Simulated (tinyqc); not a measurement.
Density of states of one tight-binding band of a chain: one step. Gaussian broadening at one energy.

Gaussian broadening: g(E) = mean over the mesh of exp(-(E - E_k)^2/(2 sigma^2))/(sigma sqrt(2 pi)), n(E) = mean of erfc((E_k - E)/(sigma sqrt 2))/2.

Inputs chosen for the exercise: E = 1.21 eV (energy at which the density is wanted); sigma = 0.402 eV (Gaussian width).

Distinct energies:
```
E_k (eV)   points
-2.420000       1
-2.087821       2
-1.038510       2
0.617821        2
2.248510        2
2.940000        1
```

Question. Sum over the distinct energies with their counts.

Give: n(E); g(E).

Answer.

n(E) = 0.6869
g(E) = 0.0741 1/eV

Computed by tinyqc, a small Python program: `OMP_NUM_THREADS=1 python tinyqc.py 1680378 1680379 out.jsonl` (the numbers bound the seed that draws the inputs); one thread of a shared host (Intel(R) Xeon(R) Processor @ 2.30GHz), about 0.01 s for the whole set of steps.
